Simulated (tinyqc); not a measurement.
A ladder of methods, and size consistency: correlation methods against full CI in the sto-3g basis, for BeH2, spin multiplicity 1. Computed by the program tinyqc with PySCF. All electrons correlated; +Q is the Davidson correction (1 - c0^2) E_corr. The last columns treat two copies 100 angstrom apart as one system. FCI is the lowest singlet.

Geometry (angstrom):
```
atom       x        y       z
Be    0.0000   0.0000  0.0000
H     0.0000   1.3630  0.0000
H     0.0000  -1.4220  0.0000
```

RHF energy of one = -15.553053 hartree

Correlation energies (hartree):
```
method   E_corr of one  share of FCI (%)  E_corr of two at 100 angstrom  two minus twice one (mhartree)
MP2          -0.024819           65.3953                      -0.049638                          0.0000
CISD         -0.037051           97.6245                      -0.072049                          2.0524
CISD+Q       -0.038139          100.4907                      -0.075925                          0.3519
CCSD         -0.037499           98.8044                      -0.074997                          0.0000
CCSD(T)      -0.037738           99.4350                      -0.075476                          0.0000
FCI          -0.037952          100.0000                              -                               -
```

What does the comparison show, and why?

MP2 recovers 65 %, CISD 97.6 % and CCSD 98.8 % of the FCI value (c0^2 = 0.971 in CISD). MP2 and coupled cluster are size consistent, so their last column vanishes; CISD loses 2.05 mhartree, since a double excitation on each copy is a quadruple of the pair, and the Davidson correction leaves +0.35.
